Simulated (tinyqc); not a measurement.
Inside a calculation. Method: ROHF in the sto-3g basis, for H3, spin multiplicity 2. This run ends on a higher stationary point, not on the lowest solution. One step of it, computed by the program tinyqc.

Question. Iteration 3: DIIS coefficients. Solve [B -1; -1 0][c; lambda] = [0; -1] for the coefficients, which sum to one.

B (overlaps of the stored error matrices), lower triangle:
```
                1               2              3
1   3.6071775e-01
2   9.1833380e-02   3.5210270e-02
3  -4.6395468e-02  -8.5057849e-03  8.9677999e-03
```

Give: DIIS coefficients.

Answer.

DIIS coefficients: 0.164  -0.133  0.968
